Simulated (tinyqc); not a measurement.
Inside a calculation: Wannier functions of a composite (isolated) pair of valence bands (bonds of an sp chain). Values are carried at full precision from step to step, so a last printed digit may differ when a step is redone from the rounded ones.

Each atom has a hybrid pointing left (<) and right (>). H(k): diagonal +V3 on A, -V3 on B; <A<|A>> = -V1a, <B<|B>> = -V1b, <A>|B<> = -V2, <B>|A<> = -V2p exp(ik); k in 1/a, Bloch sums with exp(ikR). The two lowest bands are filled. Trial functions in cell 0: g1 = cos(c) A> + sin(c) B<, and g2 = sin(c) B> + cos(c) A< of cell 1, whose Bloch vector has cos(c) exp(-ik) on A<. Projection A_mn = <psi_m|g_n>, S = A^+ A, Loewdin U = A S^(-1/2), Bloch-like states w_n = sum_m psi_m U_mn, H_W(k) = U^+ diag(E) U. P = sum_m |psi_m><psi_m| is free of phase choices, and S = g^+ P g, w = P g S^(-1/2).

Parameters, chosen for this exercise:
```
symbol  value  unit     meaning
V2      3.71   eV       coupling in the bond A-B inside the cell
V2p     4.35   eV       coupling in the bond to the next cell
V1a     0.77   eV       coupling of the two hybrids on A
V1b     1.42   eV       the same on B
V3      0      eV       A at +V3, B at -V3
j       1               mesh point, k = 2 pi j/N
N       5               k points
c       35     degrees  trial bonds cos(c) on A, sin(c) on B
xb      0.44   a        position of B (A at 0)
```

## H at one mesh point

Fill in the matrix.

H(k) (eV), lower triangle (Hermitian):
```
                 A<       A>       B<  B>
A<                0
A>          -0.7700        0
B<                0  -3.7100        0
B>  -1.3442-4.1371i        0  -1.4200   0
```

## Levels and the projector on the filled bands

Diagonalise; P = sum over the two lowest states of |psi><psi|.

levels (eV): -5.0438  -3.1395  3.1395  5.0438

P, lower triangle (Hermitian):
```
                A<              A>              B<      B>
A<          0.5000
A>  0.0257-0.0841i          0.5000
B<               0  0.4919-0.0175i          0.5000
B>  0.1379+0.4725i               0  0.0752-0.0456i  0.5000
```

The filled states put 2.000 electrons on A and 2.000 on B at this k.

## Loewdin orthogonalisation

The trial vectors are the columns g1 = (0, cos c, sin c, 0), g2 = (cos c exp(-ik), 0, 0, sin c), k = 2 pi j/N. Form S = g^+ P g, its eigenvalues, S^(-1/2), and w = P g S^(-1/2).

S:
```
                 1                2
1           0.9622  -0.0236-0.0188i
2  -0.0236+0.0188i           0.9623
```

eigenvalues of S: 0.9321  0.9925

S^(-1/2):
```
                1               2
1          1.0198  0.0125+0.0100i
2  0.0125-0.0100i          1.0198
```

w:
```
                 1                2
A<  0.0175+0.0599i   0.2093-0.6725i
A>  0.7043+0.0103i  -0.0516-0.0351i
B<  0.7042-0.0147i   0.0528+0.0334i
B>  0.0527-0.0334i   0.7042+0.0125i
```

The combinations of the trial bonds that diagonalise S lie 93.2 to 99.2 % inside the filled space; an eigenvalue near zero would mark a poor choice.

## The Hamiltonian in the new basis

H_W = w^+ H w; its eigenvalues must be the two filled levels.

H_W(k) (eV):
```
               1              2
1         -3.772  -0.825+0.352i
2  -0.825-0.352i         -4.412
```

eigenvalues (eV): -5.044  -3.139

## Hoppings between the Wannier functions

H_mn(R) = (1/N) sum_k exp(-ikR) H_W,mn(k), the coupling of function m in cell 0 to function n in cell R.

H(R) (eV):
```
R        11       12       21       22
-2   0.0007  -0.0019  -0.0003   0.0007
-1   0.0332  -0.3768  -0.0081   0.0332
0   -3.7910  -0.7078  -0.7078  -4.4310
1    0.0332  -0.0081  -0.3768   0.0332
2    0.0007  -0.0003  -0.0019   0.0007
```

The bond levels are -3.791 and -4.431 eV, against -sqrt(V2^2 + V3^2) = -3.710 and -4.350 for isolated bonds. Neighbouring bonds couple by -0.708 eV through B; the bond-orbital estimate is -V1b (1 + ap)/2 = -0.710 with the mean V2 in ap = V3/sqrt(V2^2 + V3^2).

## The functions in real space

w_n(R) = (1/N) sum_k exp(ikR) w_n(k); point-like hybrids at R (A) and R + xb (B) give centres and spreads.

Function 1:
```
R        A<       A>       B<       B>
-2  -0.0001   0.0003  -0.0001  -0.0010
-1   0.0005   0.0067  -0.0062  -0.0335
0    0.0346   0.7035   0.7035   0.0620
1   -0.0614  -0.0039   0.0090   0.0010
2   -0.0020  -0.0001   0.0004   0.0000
```

centres (a): 1 0.2227, 2 0.7173

spreads (a^2): 1 0.0514, 2 0.0807

Function 1 has 99.0 % of its weight on the two hybrids of its bond. Its centre lies +0.0027 a from the middle of the bond.

## Checks

- Eigenvalues of H_W against the filled levels: they agree to 1e-10 or better.
- W^+ w against the unit matrix: they agree to 1e-10 or better.

(tinyqc, `OMP_NUM_THREADS=1 python tinyqc.py 1480359 1480360 out.jsonl`, Intel(R) Xeon(R) Processor @ 2.30GHz, 1 thread, shared host, about 0.3 s.)
